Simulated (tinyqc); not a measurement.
Electrons shared among three sets of ellipsoidal valleys: one step. Fermi level and populations. Four cases, with inputs chosen for the exercise.

Question. Solve n = sum_i N_i F_1/2((EF - dE_i)/kT), energies from the edge of the first set.

F_j(eta) = (1/Gamma(j + 1)) integral_0^infinity x^j dx/(1 + exp(x - eta)), which tends to exp(eta) for eta << 0.

Give: EF; eta_i; n_i; shares.

Case 1.

Values chosen (out of a larger set: masses and offsets near those of AlAs; mobilities are free inputs, held fixed; not measured data): dE = (0, 0.21, 0.871) eV (edges of X, L, Gamma above the first); n = 2.6e+19 1/cm^3 (total electron density).

N_i (1/cm^3): X 3.518335e+19, L 3.783996e+19, Gamma 3.043134e+18

kT = 0.04308667 eV

Answer.

EF = -0.0025 eV

eta_i: X -0.06, L -4.93, Gamma -20.27

n_i (1/cm^3): X 2.57e+19, L 2.72e+17, Gamma 4.78e+09

shares: X 0.9895, L 0.0105, Gamma 0.0000

X holds most electrons (99.0 %). Boltzmann weights N_i exp(-dE_i/kT) would give L a share of 0.0082.

Case 2.

Values chosen (out of a larger set: masses and offsets near those of Ge; mobilities are free inputs, held fixed; not measured data): dE = (0, 0.135, 0.178) eV (edges of L, Gamma, Delta above the first); n = 3.6e+17 1/cm^3 (total electron density).

N_i (1/cm^3): L 1.612907e+19, Gamma 2.975617e+17, Delta 4.463622e+19

kT = 0.03446933 eV

Answer.

EF = -0.1314 eV

eta_i: L -3.81, Gamma -7.73, Delta -8.97

n_i (1/cm^3): L 3.54e+17, Gamma 1.31e+14, Delta 5.65e+15

shares: L 0.9839, Gamma 0.0004, Delta 0.0157

L holds most electrons (98.4 %). Boltzmann weights N_i exp(-dE_i/kT) would give Gamma a share of 0.0004.

Case 3.

Values chosen (out of a larger set: masses and offsets near those of Ge; mobilities are free inputs, held fixed; not measured data): dE = (0, 0.107, 0.177) eV (edges of L, Gamma, Delta above the first); n = 8.6e+16 1/cm^3 (total electron density).

N_i (1/cm^3): L 1.405096e+18, Gamma 2.513177e+16, Delta 3.928557e+18

kT = 0.00663535 eV

Answer.

EF = -0.0184 eV

eta_i: L -2.77, Gamma -18.90, Delta -29.45

n_i (1/cm^3): L 8.60e+16, Gamma 1.56e+08, Delta 6.39e+05

shares: L 1.0000, Gamma 0.0000, Delta 0.0000

L holds most electrons (100.0 %). Boltzmann weights N_i exp(-dE_i/kT) would give Gamma a share of 0.0000.

Case 4.

Values chosen (out of a larger set: masses and offsets near those of InP; mobilities are free inputs, held fixed; not measured data): dE = (0, 0.732, 0.921) eV (edges of Gamma, L, X above the first); n = 1.3e+17 1/cm^3 (total electron density).

N_i (1/cm^3): Gamma 5.892408e+17, L 1.803706e+19, X 2.341627e+19

kT = 0.02585200 eV

Answer.

EF = -0.0371 eV

eta_i: Gamma -1.43, L -29.75, X -37.06

n_i (1/cm^3): Gamma 1.30e+17, L 2.17e+06, X 1.88e+03

shares: Gamma 1.0000, L 0.0000, X 0.0000

Gamma holds most electrons (100.0 %). Boltzmann weights N_i exp(-dE_i/kT) would give L a share of 0.0000.

Computed by tinyqc, one run a case: `OMP_NUM_THREADS=1 python tinyqc.py N N+1 out.jsonl` with N = 1681409, 1681424, 1681432, 1681593; one thread of a shared Intel(R) Xeon(R) Processor @ 2.30GHz, about 0.02 s a run at most.
